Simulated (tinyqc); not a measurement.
Polarisation charge from two barrier thicknesses.

Inverse problem. Voff = phiB - dEc - q sigma d/(eps0 eb). Find sigma, phiB - dEc and the thickness at which Voff = 0.

Constants: q = 1.602176634e-19 C, eps0 = 8.8541878128e-14 F/cm where lengths are in cm. Results are converted to the units shown.

Voff at d = 12 and 26 nm (V): [-1.6182101, -4.4077218]
eb = 9.44

Answer. Voff is a straight line in d: its slope is -q sigma/(eps0 eb) and its intercept phiB - dEc.

sigma = 1.039e13 cm^-2
phiB - dEc = 0.7728 V
thickness for Voff = 0 = 3.879 nm

Program tinyqc, `OMP_NUM_THREADS=1 python tinyqc.py 2180004 2180005 out.jsonl`; Intel Xeon 2.30GHz, shared host, one thread, about 0.01 s.
